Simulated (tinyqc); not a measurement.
Dopants and charged point defects at anneal temperature: Fermi-level effect, clustering and pairing: one step, computed by the program tinyqc. Command: `OMP_NUM_THREADS=1 python tinyqc.py 3031964 3031965 out.jsonl pairing walk`. One thread of a shared host (Intel(R) Xeon(R) Processor @ 2.30GHz), about 0.03 s of CPU time with the checks.

Boltzmann statistics and full ionisation of active dopants. Energies are counted from the valence band; the defect (a vacancy or self-interstitial) has five charge states, with all degeneracy factors one.

Question. Active and clustered dopant. p = A/2 + sqrt(A^2/4 + n_i^2) for an active density A. k ionised dopants and k carriers form one neutral cluster: C = N_s (A/N_s)^k (p/N_b)^k exp(E_b/k_B T), N_b the effective density of states of the majority band, and N = A + k C (60 bisections in ln A between ln N - 90 and ln N).

Inputs (values chosen for the exercise, with bands modelled on GaAs):
```
quantity,value,unit
anneal temperature T,930,K
total dopant density N,8.7e+18,cm^-3
site density N_s,4.8e+22,cm^-3
dopant atoms per cluster k,3,-
cluster binding energy E_b,1.37,eV
```

Dopant: acceptor. Second part: clustering of the dopant.

E_g = 1.095925 eV

k_B T = 0.08014120 eV

n_i = 1.211852e+16 cm^-3

E_i = 0.6727473 eV

effective density of states N_b of the majority band = 5.359759e+19 cm^-3

Give: active density A; clusters C; active share.

Answer.

active density A = 8.609e+18 cm^-3

clusters C = 3.047e+16 cm^-3

active share = 0.9895

Nearly all the dopant is active.
